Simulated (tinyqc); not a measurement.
MP2 on RHF in the 6-31g basis, for H3+, spin multiplicity 1, step by step. One step of it, computed by the program tinyqc.

Question. Integrals over molecular orbitals. (pq|rs) = sum C_ip C_jq C_kr C_ls (ij|kl), one index at a time.

coefficients C, order 1H 1s, 1H 2s, 2H 1s, 2H 2s, 3H 1s, 3H 2s:
```
[[0.293535, 0.260216, -0.145670, 0.685814, -0.956016, 0.535876],
 [0.165926, 1.066120, -0.597739, -0.547802, 1.294316, -0.725328],
 [0.293645, -0.003882, 0.298107, 0.686264, 0.014253, -1.095608],
 [0.165954, -0.015900, 1.222746, -0.548804, -0.019304, 1.483475],
 [0.293538, -0.256336, -0.152391, 0.685827, 0.941729, 0.560588],
 [0.165926, -1.050208, -0.625307, -0.547831, -1.274987, -0.758785]]
```

core Hamiltonian H = T + V (hartree), order 1H 1s, 1H 2s, 2H 1s, 2H 2s, 3H 1s, 3H 2s:
```
[[-1.267131, -1.140631, -0.549446, -0.769110, -0.548857, -0.768787],
 [-1.140631, -1.296412, -0.769175, -1.059494, -0.768789, -1.059222],
 [-0.549446, -0.769175, -1.267370, -1.140776, -0.549464, -0.769185],
 [-0.769110, -1.059494, -1.140776, -1.296540, -0.769122, -1.059502],
 [-0.548857, -0.768789, -0.549464, -0.769122, -1.267138, -1.140636],
 [-0.768787, -1.059222, -0.769185, -1.059502, -1.140636, -1.296416]]
```

Two-electron integrals (ij|kl) in chemists' order, unique and non-zero (hartree):
```
(11|11) 1.076566   (21|11) 0.578470   (21|21) 0.329423   (22|11) 0.587396
(22|21) 0.361304   (22|22) 0.453150   (31|11) 0.178420   (31|21) 0.104464
(31|22) 0.119059   (31|31) 0.046622   (32|11) 0.222414   (32|21) 0.139096
(32|22) 0.178320   (32|31) 0.068022   (32|32) 0.116646   (33|11) 0.498454
(33|21) 0.320590   (33|22) 0.431751   (33|31) 0.178420   (33|32) 0.335774
(33|33) 1.076566   (41|11) 0.335774   (41|21) 0.192519   (41|22) 0.213437
(41|31) 0.068022   (41|32) 0.093303   (41|33) 0.222414   (41|41) 0.116646
(42|11) 0.393239   (42|21) 0.244422   (42|22) 0.313888   (42|31) 0.094134
(42|32) 0.152419   (42|33) 0.393239   (42|41) 0.152419   (42|42) 0.241020
(43|11) 0.320590   (43|21) 0.204694   (43|22) 0.274784   (43|31) 0.104464
(43|32) 0.192519   (43|33) 0.578470   (43|41) 0.139096   (43|42) 0.244422
(43|43) 0.329423   (44|11) 0.431751   (44|21) 0.274784   (44|22) 0.373435
(44|31) 0.119059   (44|32) 0.213437   (44|33) 0.587396   (44|41) 0.178320
(44|42) 0.313888   (44|43) 0.361304   (44|44) 0.453150   (51|11) 0.178156
(51|21) 0.104314   (51|22) 0.118897   (51|31) 0.037961   (51|32) 0.052919
(51|33) 0.124834   (51|41) 0.064233   (51|42) 0.086596   (51|43) 0.078917
(51|44) 0.102279   (51|51) 0.046501   (52|11) 0.222241   (52|21) 0.138993
(52|22) 0.178206   (52|31) 0.052952   (52|32) 0.082889   (52|33) 0.203876
(52|41) 0.087124   (52|42) 0.135549   (52|43) 0.129125   (52|44) 0.170109
(52|51) 0.067897   (52|52) 0.116534   (53|11) 0.124952   (53|21) 0.078996
(53|22) 0.102395   (53|31) 0.038005   (53|32) 0.064321   (53|33) 0.178428
(53|41) 0.052975   (53|42) 0.086704   (53|43) 0.104468   (53|44) 0.119064
(53|51) 0.037962   (53|52) 0.064296   (53|53) 0.046626   (54|11) 0.203893
(54|21) 0.129143   (54|22) 0.170154   (54|31) 0.052974   (54|32) 0.087180
(54|33) 0.222419   (54|41) 0.082907   (54|42) 0.135611   (54|43) 0.139099
(54|44) 0.178323   (54|51) 0.064234   (54|52) 0.114516   (54|53) 0.068026
(54|54) 0.116649   (55|11) 0.498243   (55|21) 0.320469   (55|22) 0.431645
(55|31) 0.124948   (55|32) 0.203945   (55|33) 0.498460   (55|41) 0.203891
(55|42) 0.337223   (55|43) 0.320594   (55|44) 0.431754   (55|51) 0.178156
(55|52) 0.335605   (55|53) 0.178428   (55|54) 0.335779   (55|55) 1.076566
(61|11) 0.335605   (61|21) 0.192423   (61|22) 0.213333   (61|31) 0.064293
(61|32) 0.087146   (61|33) 0.203874   (61|41) 0.114515   (61|42) 0.148292
(61|43) 0.129124   (61|44) 0.170109   (61|51) 0.067897   (61|52) 0.093197
(61|53) 0.052953   (61|54) 0.087125   (61|55) 0.222241   (61|61) 0.116534
(62|11) 0.393094   (62|21) 0.244334   (62|22) 0.313782   (62|31) 0.086682
(62|32) 0.135588   (62|33) 0.337191   (62|41) 0.148310   (62|42) 0.228852
(62|43) 0.213163   (62|44) 0.284895   (62|51) 0.093985   (62|52) 0.152297
(62|53) 0.086685   (62|54) 0.148312   (62|55) 0.393094   (62|61) 0.152297
(62|62) 0.240879   (63|11) 0.203946   (63|21) 0.129172   (63|22) 0.170179
(63|31) 0.064320   (63|32) 0.114569   (63|33) 0.335779   (63|41) 0.087179
(63|42) 0.148358   (63|43) 0.192522   (63|44) 0.213440   (63|51) 0.052920
(63|52) 0.087148   (63|53) 0.068026   (63|54) 0.093306   (63|55) 0.222419
(63|61) 0.082889   (63|62) 0.135590   (63|63) 0.116649   (64|11) 0.337224
(64|21) 0.213188   (64|22) 0.284944   (64|31) 0.086701   (64|32) 0.148358
(64|33) 0.393243   (64|41) 0.135609   (64|42) 0.228910   (64|43) 0.244425
(64|44) 0.313891   (64|51) 0.086596   (64|52) 0.148293   (64|53) 0.094138
(64|54) 0.152422   (64|55) 0.393243   (64|61) 0.135550   (64|62) 0.228853
(64|63) 0.152422   (64|64) 0.241024   (65|11) 0.320469   (65|21) 0.204625
(65|22) 0.274722   (65|31) 0.078994   (65|32) 0.129171   (65|33) 0.320594
(65|41) 0.129141   (65|42) 0.213188   (65|43) 0.204696   (65|44) 0.274785
(65|51) 0.104314   (65|52) 0.192423   (65|53) 0.104468   (65|54) 0.192522
(65|55) 0.578470   (65|61) 0.138993   (65|62) 0.244334   (65|63) 0.139099
(65|64) 0.244425   (65|65) 0.329423   (66|11) 0.431645   (66|21) 0.274722
(66|22) 0.373373   (66|31) 0.102391   (66|32) 0.170178   (66|33) 0.431754
(66|41) 0.170152   (66|42) 0.284942   (66|43) 0.274785   (66|44) 0.373437
(66|51) 0.118897   (66|52) 0.213333   (66|53) 0.119064   (66|54) 0.213440
(66|55) 0.587396   (66|61) 0.178206   (66|62) 0.313782   (66|63) 0.178323
(66|64) 0.313891   (66|65) 0.361304   (66|66) 0.453150
```

Give: one-electron integrals over orbitals h = C^T H C; Two-electron integrals over orbitals.

Answer.

one-electron integrals over orbitals h = C^T H C (hartree):
```
[[-1.677, 0.000, 0.000, -0.119, 0.000, 0.000],
 [0.000, -1.034, 0.000, 0.000, 0.207, 0.000],
 [0.000, 0.000, -1.033, 0.000, 0.000, 0.207],
 [-0.119, 0.000, 0.000, -0.375, 0.000, 0.000],
 [0.000, 0.207, 0.000, 0.000, -0.263, 0.000],
 [0.000, 0.000, 0.207, 0.000, 0.000, -0.263]]
```

Two-electron integrals over orbitals (pq|rs), unique and non-zero (hartree):
```
(11|11) 0.590       (21|11) -2.35e-06   (21|21) 0.099       (22|11) 0.455
(22|21) 1.86e-03    (22|22) 0.432       (31|11) 6.02e-05    (31|22) -0.048
(31|31) 0.099       (32|21) -0.048      (32|22) -1.26e-06   (32|31) -1.86e-03
(32|32) 0.037       (33|11) 0.455       (33|21) -1.86e-03   (33|22) 0.358
(33|31) 0.048       (33|32) 1.26e-06    (33|33) 0.432       (41|11) 0.119
(41|21) -1.34e-06   (41|22) 0.060       (41|31) 3.42e-05    (41|33) 0.060
(41|41) 0.064       (42|11) -1.88e-06   (42|21) 2.18e-03    (42|22) 1.43e-05
(42|32) -3.85e-04   (42|33) -1.57e-05   (42|41) -1.40e-06   (42|42) 0.032
(43|11) 4.80e-05    (43|22) -3.57e-04   (43|31) 2.15e-03    (43|32) -1.46e-05
(43|33) 3.93e-04    (43|41) 3.59e-05    (43|43) 0.032       (44|11) 0.450
(44|21) -3.15e-06   (44|22) 0.377       (44|31) 8.05e-05    (44|33) 0.377
(44|41) 0.066       (44|42) -7.82e-07   (44|43) 2.00e-05    (44|44) 0.381
(51|11) 6.24e-07    (51|21) -0.071      (51|22) -1.42e-03   (51|31) 2.06e-07
(51|32) 0.036       (51|33) 1.42e-03    (51|41) 9.29e-07    (51|42) -0.033
(51|43) 9.36e-08    (51|44) 1.44e-06    (51|51) 0.084       (52|11) -0.139
(52|21) -1.41e-03   (52|22) -0.093      (52|31) 0.036       (52|32) 5.04e-07
(52|33) -0.064      (52|41) -0.063      (52|42) -6.16e-04   (52|43) 0.016
(52|44) -0.081      (52|51) 1.60e-03    (52|52) 0.096       (53|11) 4.03e-07
(53|21) 0.036       (53|22) 6.48e-07    (53|31) 1.41e-03    (53|32) -0.014
(53|33) -1.91e-07   (53|41) 1.82e-07    (53|42) 0.016       (53|43) 6.16e-04
(53|44) 2.33e-07    (53|51) -0.041      (53|52) -1.13e-06   (53|53) 0.025
(54|11) 1.90e-06    (54|21) -0.090      (54|22) -1.74e-03   (54|31) 2.58e-07
(54|32) 0.044       (54|33) 1.74e-03    (54|41) 1.29e-06    (54|42) -0.007
(54|43) 1.99e-08    (54|44) 2.94e-06    (54|51) 0.074       (54|52) 1.45e-03
(54|53) -0.037      (54|54) 0.096       (55|11) 0.522       (55|21) 2.75e-03
(55|22) 0.461       (55|31) -0.070      (55|32) -2.66e-06   (55|33) 0.379
(55|41) 0.108       (55|42) 7.07e-04    (55|43) -0.018      (55|44) 0.418
(55|51) -2.75e-03   (55|52) -0.156      (55|53) 2.49e-06    (55|54) -2.94e-03
(55|55) 0.561       (61|11) -1.60e-05   (61|21) -2.07e-07   (61|22) 0.036
(61|31) -0.071      (61|32) 1.42e-03    (61|33) -0.036      (61|41) -2.38e-05
(61|42) -9.49e-08   (61|43) -0.033      (61|44) -3.67e-05   (61|52) -0.041
(61|53) -1.60e-03   (61|55) 0.070       (61|61) 0.084       (62|11) -4.04e-07
(62|21) 0.036       (62|22) 1.92e-07    (62|31) 1.41e-03    (62|32) -0.014
(62|33) -6.49e-07   (62|41) -1.85e-07   (62|42) 0.016       (62|43) 6.17e-04
(62|44) -2.36e-07   (62|51) -0.041      (62|52) -7.24e-07   (62|53) 0.024
(62|54) -0.037      (62|55) 1.78e-06    (62|61) -1.60e-03   (62|62) 0.025
(63|11) -0.139      (63|21) 1.41e-03    (63|22) -0.064      (63|31) -0.036
(63|32) -5.03e-07   (63|33) -0.093      (63|41) -0.063      (63|42) 6.17e-04
(63|43) -0.016      (63|44) -0.081      (63|51) -1.60e-03   (63|52) 0.047
(63|53) 7.23e-07    (63|54) -1.45e-03   (63|55) -0.091      (63|61) 0.041
(63|62) 1.13e-06    (63|63) 0.096       (64|11) -4.88e-05   (64|21) -2.62e-07
(64|22) 0.044       (64|31) -0.090      (64|32) 1.74e-03    (64|33) -0.044
(64|41) -3.29e-05   (64|42) -2.06e-08   (64|43) -0.007      (64|44) -7.53e-05
(64|52) -0.037      (64|53) -1.45e-03   (64|55) 0.075       (64|61) 0.074
(64|62) -1.45e-03   (64|63) 0.037       (64|64) 0.096       (65|21) -0.070
(65|22) -2.19e-06   (65|31) -2.75e-03   (65|32) 0.041       (65|33) 2.19e-06
(65|42) -0.018      (65|43) -7.07e-04   (65|51) 0.070       (65|52) 1.95e-06
(65|53) -0.033      (65|54) 0.075       (65|55) -5.77e-06   (65|61) 2.74e-03
(65|62) -0.033      (65|63) -1.94e-06   (65|64) 2.94e-03    (65|65) 0.069
(66|11) 0.522       (66|21) -2.75e-03   (66|22) 0.379       (66|31) 0.070
(66|32) 2.66e-06    (66|33) 0.461       (66|41) 0.108       (66|42) -7.10e-04
(66|43) 0.018       (66|44) 0.418       (66|51) 2.74e-03    (66|52) -0.091
(66|53) -1.77e-06   (66|54) 2.94e-03    (66|55) 0.424       (66|61) -0.070
(66|62) -2.49e-06   (66|63) -0.156      (66|64) -0.075      (66|65) 5.76e-06
(66|66) 0.561
```
